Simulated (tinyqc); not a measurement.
# Changing the distance d to the collector

Model: Haynes-Shockley experiment: drift, diffusion and decay of a minority-carrier pulse. Computed by tinyqc, a small Python program. Command: `OMP_NUM_THREADS=1 python tinyqc.py 3113604 3113605 out.jsonl haynes sweep`. One thread of a shared host (Intel(R) Xeon(R) Processor @ 2.30GHz), about 0.02 s of CPU time with the checks.

A thin sheet of excess carriers is made at x = 0, t = 0 in a long uniform bar; injection is low, so the pulse moves with the minority mobility.

Inputs (values chosen for the exercise, modelled on electrons in p-type silicon in a lightly doped bar):
```
quantity                     value         unit
minority mobility mu          1200   cm^2/(V s)
lifetime tau                    28  microsecond
temperature T                  300            K
field F                         25         V/cm
injected sheet density N0  4.8e+09       1/cm^2
```

Constants: k_B = 8.617333262e-05 eV/K.

Method:
- D = mu k_B T/e, v = mu F.
- Transit time d/v, diffusion length sqrt(D tau), drift length v tau, Peclet number v d/D = e F d/(k_B T).
- dn(x, t) = N0/sqrt(4 pi D t) exp(-(x - v t)^2/(4 D t) - t/tau).
- At fixed x the signal peaks where d ln(dn)/dt = 0: a t^2 + t/2 - x^2/(4 D) = 0 with a = v^2/(4 D) + 1/tau.
- The full width at half maximum is found by solving dn(x, t) = peak/2 on both sides of the peak.
- With w the full width at half maximum: mu = d/(F t_p); D = (w d)^2/(16 ln2 t_p^3); Einstein ratio D/mu against k_B T/e.

One run for each value; columns: (1) distance d to the collector (cm); (2) width at half maximum (microsecond); (3) peak density (1/cm^3); (4) error of mu (%); (5) Peclet number:
```
(1)      (2)        (3)    (4)    (5)
0.060  0.861  1.610e+11  1.984   58.0
0.130  1.276  1.004e+11  1.045  125.7
0.200  1.585  7.442e+10  0.764  193.4
0.290  1.911  5.550e+10  0.603  280.4
0.430  2.329  3.858e+10  0.487  415.8
0.640  2.842  2.463e+10  0.408  618.9
0.950  3.464  1.398e+10  0.355  918.7
```

Give the missing row, distance d to the collector (cm) = 0.089.

Computed row; columns: (1) distance d to the collector (cm); (2) width at half maximum (microsecond); (3) peak density (1/cm^3); (4) error of mu (%); (5) Peclet number:
```
(1)      (2)        (3)    (4)   (5)
0.089  1.053  1.275e+11  1.415  86.1
```

Interpolating between the two neighbouring rows (the first column on a logarithmic scale, the others too where they are positive) misses most in error of mu (%), by 1.1 %. Over the rows, width at half maximum (microsecond) rises from 0.861 to 3.46 (exponent d ln y / d ln x about 0.50 throughout); peak density (1/cm^3) falls from 1.61e11 to 1.40e10 (exponent d ln y / d ln x -0.59 between the first rows and -1.4 between the last); error of mu (%) falls from 1.98 to 0.355 (exponent d ln y / d ln x -0.86 between the first rows and -0.35 between the last). The exponent of width at half maximum stays between 0.50 and 0.51, near 0.50: the spread grows as sqrt(t).

Extremes, crossings and ranges named in words are read from the listed rows.
